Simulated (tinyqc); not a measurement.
Barrier width: Kronig-Penney superlattice by transfer matrices.

Wells (width a, potential 0, mass mw) alternate with barriers (width b, height V0, mass mb); period d = a + b; c = hbar^2/2m0. The vector (psi, psi'/m) is continuous, and a layer of thickness t carries it by M = [[cos kt, (m/k) sin kt], [-(k/m) sin kt, cos kt]] with k = sqrt(m (E - V)/c); for E < V, k = i kappa gives [[cosh, (m/kappa) sinh], [(kappa/m) sinh, cosh]] of kappa t. A Bloch state obeys cos(q d) = tr(Mb Mw)/2.

Constants: hbar^2/2m0 = 3.80998211 eV angstrom^2.

Inputs chosen for the exercise (near those of a GaAs superlattice with barriers of AlGaAs; shifted at random, so the results belong to these values and not to a real crystal): a = 77 angstrom (well width); V0 = 0.332 eV (barrier height); mw = 0.0655 m0 (mass in the wells); mb = 0.101 m0 (mass in the barriers); bs = (10.5, 15.8, 21, 27.3, 33.6, 42, 52.5) angstrom (barrier widths).

First miniband against b. m_z = -2 c f'/d^2 with f = tr M/2 at the bottom of the band. E1 is the level of the single well, kappa1 its decay constant in the barrier.

First miniband:
```
b (angstrom),bottom (eV),top (eV),W (meV),ln W,m_z (m0)
10.5,0.0287,0.0680,39.31,3.671,0.0814
15.8,0.0356,0.0604,24.82,3.212,0.0994
21.0,0.0399,0.0557,15.79,2.760,0.126
27.3,0.0431,0.0522,9.135,2.212,0.177
33.6,0.0450,0.0502,5.284,1.665,0.258
42.0,0.0463,0.0488,2.547,0.935,0.443
52.5,0.0471,0.0481,1.024,0.023,0.907
```

E1 = 0.0476 eV
kappa1 = 0.0868 1/angstrom

What can be read from this table?

W falls from 39.3 to 1.02 meV, and both edges close in on E1. The slope of ln W is -0.0868 per angstrom over the first two rows and -0.0868 over the last two, against -kappa1 = -0.0868: the width follows one power of the tunnelling amplitude once the wells couple weakly. m_z grows by a factor 11.1.

(tinyqc, `OMP_NUM_THREADS=1 python tinyqc.py 1251142 1251143 out.jsonl`, Intel(R) Xeon(R) Processor @ 2.30GHz, 1 thread, shared host, about 0.05 s.)
